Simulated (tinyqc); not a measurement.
Longitudinal sound in a periodic multilayer: transfer matrices, stop bands and folded phonons: one step, computed by the program tinyqc. Command: `OMP_NUM_THREADS=1 python tinyqc.py 3023282 3023283 out.jsonl multilayer walk`. One thread of a shared host (Intel(R) Xeon(R) Processor @ 2.30GHz), about 0.01 s of CPU time with the checks.

Layers 1 and 2 repeat with period d = d_1 + d_2; waves travel normal to the layers, without loss. State vector (u, s): displacement u and stress divided by omega. Impedances Z = rho v are in 1e6 kg/(m^2 s).

Problem. Impedances, mean velocity and Bragg frequency. Z = rho v; interface reflection r = (Z_2 - Z_1)/(Z_2 + Z_1) (stress amplitude, from 1 into 2); Bragg frequency f_B = 1/[2 (d_1/v_1 + d_2/v_2)]; long-wave velocity v_eff = d/sqrt[(d_1/v_1)^2 + (d_2/v_2)^2 + (Z_1/Z_2 + Z_2/Z_1)(d_1/v_1)(d_2/v_2)].

Inputs (values chosen for the exercise, modelled on aluminium (layer 1), tungsten (layer 2) and gallium arsenide (substrate)): density rho_1 = 2.73 g/cm^3; velocity v_1 = 6330 m/s; thickness d_1 = 7.47 nm; density rho_2 = 19 g/cm^3; velocity v_2 = 5160 m/s; thickness d_2 = 6.07 nm; substrate density = 5.25 g/cm^3; substrate velocity = 4790 m/s.

Give: Z_1; Z_2; Z of the substrate; interface reflection r; Bragg frequency f_B; long-wave velocity v_eff.

Solution.

Z_1 = 17.2809

Z_2 = 98.04

Z of the substrate = 25.1475

interface reflection r = 0.7003

Bragg frequency f_B = 212.2 GHz

long-wave velocity v_eff = 4102 m/s
